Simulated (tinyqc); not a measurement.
# MOS structure on a p-type body, non-linear Poisson equation by Newton steps: effects of single changes

One dimension, insulator interface at x = 0, acceptor density Na, uniform, net doping C = -(acceptor density). psi is counted from the intrinsic level: n = ni exp((psi - Vb)/Vt), p = ni exp(-psi/Vt); deep in the body psi_b = -Vt ln(Na/ni). The gate acts through Cox = eps0 eox/tox and has the potential psi_G = Vg - (phiM - chi - Vt ln(Nc/ni)). Boltzmann statistics, full ionisation, classical densities, no oxide or interface charge.

Inputs (values chosen for the exercise); band and dielectric values close to those of silicon:
- T = 300 K (temperature)
- Eg = 1.1 eV (band gap)
- eps_r = 11.8 (relative permittivity)
- Nc = 2.84e19 cm^-3 (conduction-band density of states at T)
- Nv = 2.69e19 cm^-3 (valence-band density of states at T)
- chi = 4.07 eV (electron affinity)
- Na = 3.3e17 cm^-3 (acceptor density deep in the body)
- eox = 3.9 (relative permittivity of the gate insulator (close to silicon dioxide))
- tox = 4.6 nm (insulator thickness)
- phiM = 4.71 eV (gate work function)
- Vb = 0.3 V (electron quasi-Fermi potential against the body)

Constants: q = 1.602176634e-19 C, kB = 1.380649e-23 J/K, Vt = kB T/q, eps0 = 8.8541878128e-14 F/cm where lengths are in cm. Results are converted to the units shown.

Each table varies one quantity; the others keep the values above.

## Charge and capacitance against gate voltage

ni = sqrt(Nc Nv) exp(-Eg/(2 Vt)), Eg in volts. The Poisson equation d/dx(eps0 eps_r dpsi/dx) = -q (p - n + C), with eps0 eps_r dpsi/dx = -Cox (psi_G - psi_0) at x = 0, is solved on a mesh of about 600 nodes or more. N_inv is the integral of n less its value deep in the body. C_LF = Cox (1 - dpsi_0/dVg) with all carriers following; C_HF is the same with the electron quasi-Fermi level shifting uniformly so that N_inv stays fixed. The centroid is that of the same excess.

Results:
```
Vg (V)	psi_0 - psi_b (V)	N_inv (cm^-2)	C_LF/Cox	C_HF/Cox	centroid (nm)
0.98	0.910	1.19e6	0.191	0.191	0.891
1.22	1.11	2.08e9	0.187	0.176	0.802
1.45	1.24	3.26e11	0.728	0.168	0.729
1.69	1.28	1.24e12	0.895	0.166	0.659
2.15	1.31	3.22e12	0.950	0.166	0.559
2.39	1.32	4.30e12	0.960	0.166	0.520
```

Estimate the missing row, Vg = 1.92 V.

Computed row:
```
Vg (V)	psi_0 - psi_b (V)	N_inv (cm^-2)	C_LF/Cox	C_HF/Cox	centroid (nm)
1.92	1.30	2.22e12	0.933	0.166	0.604
```

With this row back in the table: N_inv goes from 1.19e6 to 4.30e12 cm^-2 and passes 2e11 cm^-2 at Vg = 1.41 V. Below threshold it takes 74.0 mV a decade between Vg = 0.98 and 1.22 V, against Vt ln 10 = 59.5 mV. C_LF/Cox is lowest, 0.187, at Vg = 1.22 V among the rows listed and ends at 0.960, while C_HF/Cox ends at 0.166. Between the last two rows q dN_inv/dVg is 0.952 Cox. Where the classical centroid is under about 2 nm, confinement would move the charge away from the interface and raise the threshold. Above about 2e12 cm^-2 degeneracy matters too.

## Effect of the insulator thickness on threshold, swing and body effect

VT is the Vg at which N_inv = 2e11 cm^-2. m = 1/(dpsi_0/dVg) at N_inv = 1e8 cm^-2; the swing is the Vg between N_inv = 1e8 and 1e9 cm^-2; body coefficient [VT(Vb + 0.05 V) - VT(Vb)]/0.05 V - 1.

The same in every row: psi_0 - psi_b at VT (V) = 1.23.

Results:
```
tox (nm)	VT (V)	m - 1	swing (mV/decade)	body coefficient
1.1	1.01	0.0531	63.5	0.0589
1.7	1.07	0.0821	65.2	0.0853
2.5	1.17	0.121	67.6	0.120
3.6	1.29	0.174	70.8	0.169
7.8	1.77	0.377	82.9	0.354
12	2.26	0.580	95.1	0.539
```

Estimate the missing row, tox = 5.3 nm.

Computed row:
```
tox (nm)	VT (V)	m - 1	swing (mV/decade)	body coefficient
5.3	1.49	0.256	75.7	0.244
```

With this row back in the table: As tox goes from 1.1 to 12, VT rises from 1.01 to 2.26 V, the swing rises from 63.5 to 95.1 mV/decade and the body coefficient rises from 0.0589 to 0.539. The swing stays within 1.3 % of m Vt ln 10, and the body coefficient within 0.041 of m - 1.

Computed by the program tinyqc: `OMP_NUM_THREADS=1 python tinyqc.py 2080084 2080085 out.jsonl`, one thread of a shared Intel Xeon 2.30GHz, about 0.3 s for the whole run.
